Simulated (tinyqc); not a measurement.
# Voltage drop against the resistance from a pad node to the supply

A grid of 25 by 25 nodes with segments Rx (rows) and Ry (columns); every node draws I1 and the central node kh I1; pads with resistance Rp sit at the nodes whose row and column are multiples of the pitch, counting from 0. The drops u = Vdd - V follow from G u = i, with G the conductance matrix and i the load currents, solved directly. Here the pitch is 6.

Inputs (values chosen for the exercise): supply voltage Vdd = 0.75 V; resistance of a horizontal segment Rx = 0.52 ohm; resistance of a vertical segment Ry = 0.36 ohm; factor on the load at the hot node kh = 3; load current of a node in the large grid I1 = 0.1 mA.

Results:
```
Rp (ohm)	pads	worst drop (mV)	mean drop (mV)	largest drop at a pad (mV)	largest pad current (mA)	worst drop over Vdd (%)
0.0085	25	0.6261	0.4817	0.03150	3.706	0.08348
0.017	25	0.6533	0.5048	0.06270	3.688	0.08711
0.034	25	0.7071	0.5510	0.1242	3.653	0.09428
0.068	25	0.8125	0.6427	0.2440	3.588	0.1083
0.27	25	1.402	1.175	0.8939	3.311	0.1869
0.54	25	2.141	1.872	1.676	3.105	0.2854
```

Estimate the missing row, Rp = 0.14 ohm.

Computed row:
```
Rp (ohm)	pads	worst drop (mV)	mean drop (mV)	largest drop at a pad (mV)	largest pad current (mA)	worst drop over Vdd (%)
0.14	25	1.028	0.8344	0.4859	3.471	0.1371
```

With this row back in the table: The worst drop rises from 0.626 to 2.14 mV and the mean drop rises from 0.482 to 1.87 mV. The worst drop goes as Rp^(0.06) between the first two rows and Rp^(0.61) between the last two. The central node is itself a pad.

Program tinyqc, `OMP_NUM_THREADS=1 python tinyqc.py 2770121 2770122 out.jsonl`; Intel Xeon 2.30GHz, shared host, one thread, about 0.3 s.
